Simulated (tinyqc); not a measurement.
Energy and delay of logic against supply voltage: one step of the calculation.

One expression serves below and above threshold: I(Vg) = Ik [ln(1 + exp((Vg - VT + dd V)/(al nf Vt)))]^al, with I_on = I(V) and I_off = I(0). Gate delay td = kd C V/I_on, clock period LD td. Per gate and cycle the switching energy is act C V^2 and the leakage energy I_off V LD td. No short-circuit current, no variation. Minima are sought above 0.09 V; below a few Vt gates no longer switch and the model has no meaning.

Task. New V. Minimum-energy supply: E(V) is the energy per gate and cycle; with h = 0.001 V, E' = (E(V + h) - E(V - h))/(2 h), E'' = (E(V - h) - 2 E(V) + E(V + h))/h^2, V(new) = V - E'/E''.

Inputs (values chosen for the exercise); values of the order met in logic technologies:

| symbol | value | unit | meaning |
|---|---|---|---|
| T | 250 | K | temperature |
| VT | 0.33 | V | threshold voltage at zero drain bias |
| nf | 1.38 |  | slope factor |
| dd | 0.11 |  | barrier lowering per volt of supply |
| Ik | 2.6 | uA | specific current of a gate |
| al | 1.74 |  | exponent of the current law |
| C | 0.59 | fF | load capacitance of a gate |
| kd | 1.1 |  | delay factor |
| LD | 16 |  | logic depth |
| act | 0.1 |  | activity factor |

Constants: q = 1.602176634e-19 C, kB = 1.380649e-23 J/K, Vt = kB T/q. Results are converted to the units shown.

V after iteration 1 = 0.17073379 V

Give: E'; E''; V after iteration 2.

Result.

E' = -1.1097 aJ/V
E'' = 513.29 aJ/V^2
V after iteration 2 = 0.17290 V

Numbers from tinyqc (`OMP_NUM_THREADS=1 python tinyqc.py 2082125 2082126 out.jsonl`; about 0.01 s on one thread of a shared Intel Xeon 2.30GHz).
